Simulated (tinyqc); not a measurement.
## Thickness from two neighbouring fringes

Problem. At normal incidence a transparent film with an index between those of air and substrate, taken as constant, has reflectance minima at 2 n1 d = (m + 1/2) lam (small phase shifts at the substrate neglected). Find d and the order m of the shorter wavelength.

Parameters, values chosen for the exercise:
```
symbol,value,unit,meaning
n1,1.658,,index of the transparent film
```

wavelengths of two neighbouring reflectance minima (nm): [515, 594.23077]

Answer. Neighbouring orders differ by one: 2 n1 d (1/lam1 - 1/lam2) = 1.

d = 1.16e3 nm
m = 7

Numbers from tinyqc (`OMP_NUM_THREADS=1 python tinyqc.py 2870110 2870111 out.jsonl`; about 0.5 s on one thread of a shared Intel Xeon 2.30GHz).
